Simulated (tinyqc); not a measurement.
From results back to parameters: density of states of one tight-binding band on the square lattice. Three cases, with inputs chosen for the exercise.

Problem. For E(k) = -2 t (c1 + c2) - 4 t2 c1 c2, ci = cos(2 pi ki), with |t2| < t/2 the band has its bottom at Gamma, its top at M = (1/2, 1/2) and its logarithmic peak at X = (1/2, 0). Only differences are known.

Find: t; t2.

Method. E(Gamma) = -4t - 4 t2, E(X) = 4 t2, E(M) = 4t - 4 t2: the sum of the two differences is 8 t, their difference 16 t2.

Case 1.

peak above the bottom = 6.0400 eV
top above the peak = 6.0400 eV

Solution.

t = 1.510 eV
t2 = 0.000 eV

Case 2.

peak above the bottom = 6.2400 eV
top above the peak = 11.8400 eV

Solution.

t = 2.260 eV
t2 = -0.350 eV

Case 3.

peak above the bottom = 5.5600 eV
top above the peak = 11.1600 eV

Solution.

t = 2.090 eV
t2 = -0.350 eV

Computed by tinyqc, one run a case: `OMP_NUM_THREADS=1 python tinyqc.py N N+1 out.jsonl` with N = 1682745, 1682746, 1682774; one thread of a shared Intel(R) Xeon(R) Processor @ 2.30GHz, about 0.09 s a run at most.
